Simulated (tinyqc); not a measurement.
Worked calculation: scattering of inversion-layer electrons by surface optical phonons of the gate insulator (remote phonon scattering). Computed by tinyqc, a small Python program that keeps every step. Command: `OMP_NUM_THREADS=1 python tinyqc.py 3110537 3110538 out.jsonl sophonon walk`. One thread of a shared host (Intel(R) Xeon(R) Processor @ 2.30GHz), about 0.01 s of CPU time with the checks. Intermediate numbers are printed to about 5 digits and carried at full precision; extremes and crossings named in words are read from the listed rows.

One subband with the Fang-Howard envelope; insulator and channel are half-spaces, the gate is far away, and an interlayer only moves the polar surface away by t (its own modes and its permittivity contrast are left out).

Inputs (values chosen for the exercise, modelled on Al2O3 on silicon):
```
quantity                                   value        unit
static constant of the insulator eps_0s     12.7           -
intermediate constant eps_i                 7.22           -
optical constant eps_inf                    3.18           -
hbar omega_TO1                              49.3         meV
hbar omega_TO2                              72.1         meV
constant of the channel eps_s               11.7           -
in-plane mass m                            0.184         m_0
valleys g_v                                    2           -
sheet density n                          1.4e+12      1/cm^2
mean distance of the electrons z0 = 3/b      1.9          nm
interlayer thickness t                      0.34          nm
temperature T                                250           K
electron energy E                             90         meV
mobility from other processes                220  cm^2/(V s)
```

Screening by the channel electrons: none.

Constants: k_B = 8.617333262e-05 eV/K; hbar^2/(2 m_0) = 3.80998212 eV angstrom^2; e^2/(4 pi eps_0) = 14.39964548 eV angstrom; hbar = 6.582119569e-16 eV s; e = 1.602176634e-19 C; m_0 = 9.1093837015e-31 kg.

## Surface modes and strengths

eps(w) = eps_inf + (eps_0s - eps_i) w1^2/(w1^2 - w^2) + (eps_i - eps_inf) w2^2/(w2^2 - w^2). Surface modes solve eps(w) + eps_s = 0, a quadratic in w^2; the strength of a mode is g = 2/(w d eps/dw). Occupation N = 1/(exp(hbar w/(k_B T)) - 1).

hbar omega_SO (meV): 1 54.569, 2 83.412

strengths g: 1 0.006892, 2 0.019329

occupations N: 1 0.086274, 2 0.021263

hbar omega g (2 N + 1) (meV): 1 0.4410, 2 1.6809

The upper mode has the larger hbar omega g N, the prefactor of absorption before the dependence on q: 0.0324 and 0.0343 meV.

## The electron gas

Density of states D = g_v m/(pi hbar^2); eta = E_F/(k_B T) = ln(exp(n/(D k_B T)) - 1); screening wave number q_s = e^2 D/(2 eps_0 eps_avg) x 1/(1 + exp(-eta)), eps_avg = (eps_s + eps_inf)/2; b = 3/z0.

D = 1.5373e+14 1/(eV cm^2)

eta = -0.64220

q_s = 0.64448 1/nm

b = 1.5789 1/nm

## Squared matrix elements

For a mode of strength g, without the occupation factor, Area x |M(q)|^2 = e^2 hbar w g/(2 eps_0 q) x (b/(b + q))^6 exp(-2 q t).

Area x |M|^2 (meV^2 nm^2):
```
q (1/nm)  (b/(b + q))^6  exp(-2 q t)      mode 1      mode 2
0.05            0.82940      0.96657  5.4553e+04  2.3388e+05
0.10            0.69180      0.93426  2.1991e+04  9.4281e+04
0.20            0.48891      0.87284  7.2599e+03  3.1125e+04
0.30            0.35214      0.81546  3.2568e+03  1.3963e+04
0.50            0.19193      0.71177  9.2963e+02  3.9856e+03
0.80            0.08549      0.58042  2.1103e+02  9.0474e+02
1.20            0.03365      0.44220  4.2185e+01  1.8086e+02
```

## Rates at the energy E

Approximate momentum relaxation rate, taking tau v alike in the initial and final states: 1/tau = (m/(2 pi hbar^3)) sum over modes and over absorption (N, E' = E + hbar w) and emission (N + 1, E' = E - hbar w > 0) of [(1 - f(E'))/(1 - f(E))] int_0^(2 pi) Area |M(q)|^2 (1 - cos theta) d theta, q^2 = k^2 + k'^2 - 2 k k' cos theta, f the Fermi function; 48 midpoints in theta from 0 to pi.

rates (1/ps): mode 1 absorption 0.0269, mode 1 emission 0.7377, mode 2 absorption 0.0212, mode 2 emission 3.2637

tau at E = 246.94 fs

## Mobility

mu = (e/m) int tau E f (1 - f) dE/(k_B T int f dE), by 300 midpoints from 0 to (max(eta, 0) + 14) k_B T; Matthiessen sum with the other processes.

remote-phonon mobility = 48687 cm^2/(V s)

total mobility = 219.01 cm^2/(V s)

loss of mobility = 0.44984 %

Caution: a relaxation time is only an approximation for inelastic scattering, and static or no screening brackets the true dynamic screening only roughly.

## What an interlayer buys

The formulas are those given above.

Against the interlayer thickness:
```
t (nm)  remote-phonon mobility (cm^2/(V s))  total (cm^2/(V s))
0.0                              2.9178e+04              218.35
0.3                              4.5907e+04              218.95
0.6                              7.0664e+04              219.32
1.0                              1.2139e+05              219.60
1.5                              2.2673e+05              219.79
2.0                              4.0276e+05              219.88
3.0                              1.1312e+06              219.96
```

1 nm of interlayer raises the remote-phonon mobility by a factor 4.16, as exp(2 q t) with an effective q of 0.71 per nm; between 2 and 3 nm the effective q is 0.52. The total goes from 218 to 220 over the first nanometre.

Checks made by the program: sum of strengths against 1/(eps_s + eps_inf) - 1/(eps_s + eps_0s) (relative difference below 1e-10).
